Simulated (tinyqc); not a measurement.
Doping from resistivity.

Problem. A uniform, uncompensated and fully ionised sample has rho = 1/(q N mu), mu = m1 + (m2 (T/300 K)^(-bt) - m1)/(1 + (N/Nr)^am). Find N, mu and the diffusion coefficient mu Vt.

Parameters, values chosen for the exercise:
```
symbol,value,unit,meaning
T,400,K,temperature
m1,490,cm^2/(V s),mobility limit at high doping
m2,8600,cm^2/(V s),"mobility limit at low doping, at 300 K"
Nr,5.84e16,cm^-3,reference doping of the mobility law
am,0.391,,exponent of the mobility law
bt,2.5,,temperature exponent of m2
```

Constants: q = 1.602176634e-19 C, kB = 1.380649e-23 J/K, Vt = kB T/q. Results are converted to the units shown.

resistivity = 0.072427382 ohm cm

Solution. With am below 1 the product N mu rises steadily with N, so one doping matches; it is found by iterating N = 1/(q rho mu(N)).

N = 3.400e16 cm^-3
mu = 2535 cm^2/(V s)
diffusion coefficient = 87.37 cm^2/s

Computed by the program tinyqc: `OMP_NUM_THREADS=1 python tinyqc.py 2110023 2110024 out.jsonl`, one thread of a shared Intel Xeon 2.30GHz, about 0.01 s for the whole run.
